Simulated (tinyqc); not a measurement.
Sharpness of the interface: valley splitting of a silicon quantum well in envelope theory.

The well lies at 0 < z < L; U(z) = V0 [1/(1 + exp(z/w)) + 1/(1 + exp((L - z)/w))] - e F z, 1 mV/nm = 1e-4 eV/angstrom. The envelope psi solves -(c/ml) psi'' + U psi = E psi, c = hbar^2/2m0, by three-point differences on a grid of 0.1 angstrom from -40 to L + 40 angstrom. The two valleys at +/- k0 couple through D = C0 times the integral of exp(-i q z) U(z) psi^2, q = 2 k0 (2 pi/a), and split by Ev = 2|D|.

Random alloy: with Y(z) = Yw + (Yb - Yw) B(z), B the bracket in U, and in-plane density exp(-r^2/ad^2)/(pi ad^2), D gains a random complex part of variance sigma^2 = (C0^2/pi)(a^2 V0/(8 ad (Yb - Yw)))^2 (4/a) times the integral of psi^4 Y (1 - Y). Alone it gives a mean splitting sqrt(pi) sigma; together with the smooth part the rms splitting is 2 sqrt(|D|^2 + sigma^2).

Constants: hbar^2/2m0 = 3.80998211 eV angstrom^2.

Values chosen for the exercise (near those of a strained Si well in SiGe; shifted at random, so the results belong to these values and not to a real crystal):
```
symbol  value                          unit      meaning
L       82                             angstrom  well width
V0      0.2                            eV        conduction offset
ml      0.929                          m0        mass along z
F       1.8                            mV/nm     field pressing towards the upper interface
k0      0.837                          2 pi/a    valley position
a       5.431                          angstrom  lattice constant
C0      0.248                                    Bloch overlap factor
Yb      0.3                                      Ge share of the barrier
Yw      0.02                                     Ge share of the well
ad      150                            angstrom  dot radius
ws      (0.3, 0.5, 1, 1.5, 2, 3, 4.3)  angstrom  interface widths
```

The smooth part 2|D| and the disorder part against w, beside y/sinh(y) with y = pi q w. The 12 to 88 % width of the step is 4w.

Results:
```
w (angstrom)  4w (angstrom)  2|D| (micro-eV)  y/sinh(y)  sqrt(pi) sigma (micro-eV)
0.3                     1.2            30.26       0.60                       68.9
0.5                     2.0            13.65       0.29                       68.9
1.0                     4.0             1.45      0.028                       69.2
1.5                     6.0             0.14     0.0020                       69.6
2.0                     8.0             0.01    0.00013                       70.1
3.0                    12.0             0.00    4.3e-07                       71.6
4.3                    17.2             0.00    2.3e-10                       74.3
```

The smooth part needs a Fourier component of U psi^2 at a wavelength of 3.24 angstrom; from the first row to the third it falls by a factor 20.9, while y/sinh(y) falls by 21.8 (the envelope near the step and the phase between the two interfaces change too). The disorder part goes from 68.9 to 74.3 micro-eV. It exceeds the smooth part in every row.

(tinyqc, `OMP_NUM_THREADS=1 python tinyqc.py 1281811 1281812 out.jsonl`, Intel(R) Xeon(R) Processor @ 2.30GHz, 1 thread, shared host, about 0.07 s.)
